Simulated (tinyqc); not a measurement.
# Surface photovoltage measurement of the minority-carrier diffusion length in a wafer, step by step

A worked calculation. Computed by tinyqc, a small Python program that keeps every step. Command: `OMP_NUM_THREADS=1 python tinyqc.py 3130578 3130579 out.jsonl spv walk`. One thread of a shared host (Intel(R) Xeon(R) Processor @ 2.30GHz), about 0.01 s of CPU time with the checks. Intermediate numbers are printed to about 6 digits and carried at full precision; extremes and crossings named in words are read from the listed rows.

Low injection, steady light, a depletion layer much thinner than 1/alpha and L. The excess density dn is taken at the front edge of the neutral region; light that reaches the back is lost.

Inputs (values chosen for the exercise, modelled on p-type silicon at room temperature):
```
quantity                                              value               unit
diffusion length L                                      110         micrometre
wafer thickness W                                       775         micrometre
diffusivity D                                          32.8             cm^2/s
front recombination velocity S_f                       6800               cm/s
back recombination velocity S_b                         890               cm/s
photon flux entering                                1.1e+13         1/(cm^2 s)
minority density at the surface barrier scale n_0     1e+09             1/cm^3
temperature T                                           298                  K
wavelength                                              843                 nm
relative noise of each reading                            1                  %
diffusion length after pair splitting over L           0.84                  -
iron factor C                                      1.07e+16  micrometre^2/cm^3
```

Constants: k_B = 8.617333262e-05 eV/K.

## One wavelength

alpha = (84.732/lambda - 76.417)^2 per cm with lambda in micrometre (an empirical fit for silicon between 0.7 and 1.05 micrometre). Thick wafer: dn = Phi L/((S_f + D/L)(L + 1/alpha)). Finite wafer, with s = S_b L/D, w = W/L, a = alpha L: dn = [Phi a/(a^2 - 1)] [a - B - exp(-alpha W)(a - s)/(cosh w + s sinh w)]/(S_f + B D/L), B = (sinh w + s cosh w)/(cosh w + s sinh w). Photovoltage V = (k_B T/e) ln(1 + dn/n_0). Lifetime = L^2/D.

alpha = 580.591 1/cm

penetration depth 1/alpha = 17.2238 micrometre

dn, thick wafer = 9.72293e+08 1/cm^3

B = 0.999999

dn, finite wafer = 9.72294e+08 1/cm^3

photovoltage V = 17.4415 mV

lifetime = 3.68902 microsecond

Caution: dn is not small against n_0, so V is not linear in the flux; the constant-flux reading then needs dn, not V.

## The linear plot

normal deviates g for the noise: -0.65  0.79  0.84  1.04  -0.57  0.31  -0.99

Readings y = (Phi/dn) (1 + noise x g) at 780, 830, 880, 920, 950, 975 and 995 nm; a least-squares line y = c (1/alpha + L_app) gives L_app = intercept/slope.

Readings:
```
lambda (nm)  1/alpha (micrometre)  y (cm/s)  line (cm/s)
780                         9.636   10569.6      10715.1
830                        15.176   11219.3      11198.4
880                        25.330   12135.4      12084.1
920                        40.658   13536.6      13421.1
950                        61.278   15144.2      15219.9
975                        90.917   17922.0      17805.3
995                       130.888   21208.9      21292.0
```

slope = 87.2307 cm/(s micrometre)

apparent length L_app = 113.200 micrometre

error of L_app (rounded to 0.001) = 2.909 %

At W/L = 7.0 the finite thickness shifts L_app by less than 0.05 %. S_f scales all readings alike and leaves L_app unchanged.

## Where the wafer is too thin

No noise; L is varied at fixed W, and the last two columns set S_b to 0 and to 1e7 cm/s.

Apparent length (micrometre):
```
L           W/L  given S_b      S_b = 0  S_b = 1e7
38.8    19.9742     38.800  3.88000e+01     38.800
77.5    10.0000     77.500  7.75001e+01     77.500
155.0    5.0000    155.037  1.55100e+02    154.887
232.0    3.3405    232.399  2.33971e+02    229.923
388.0    1.9974    386.721  4.17454e+02    359.552
620.0    1.2500    579.137  7.94476e+02    479.052
1010.0   0.7673    771.576  1.75591e+03    564.622
1630.0   0.4755    895.169  4.06370e+03    607.417
3100.0   0.2500    968.537  1.19646e+04    629.448
```

With a fast back surface L_app levels off, at 629 micrometre in the last row; with a passive one it reaches up to 3.86 times L among these rows and is 12000 in the last. All three columns are within 5 % of L down to W/L = 3.3.

## Iron from two lengths

Splitting iron-boron pairs in boron-doped silicon shortens L; with nothing else changing, [Fe] = C (1/L_after^2 - 1/L^2). It is evaluated with the true lengths and with the apparent ones (without noise), which differ when the wafer is not thick against L.

L_after = 92.4 micrometre

[Fe] from the true lengths = 3.68959e+11 1/cm^3

[Fe] from the apparent lengths = 3.68979e+11 1/cm^3

bias, apparent over true less 1 (rounded to 0.001) = 0.006 %

Checks made by the program: dn against a finite-difference solution (relative difference 1e-05).
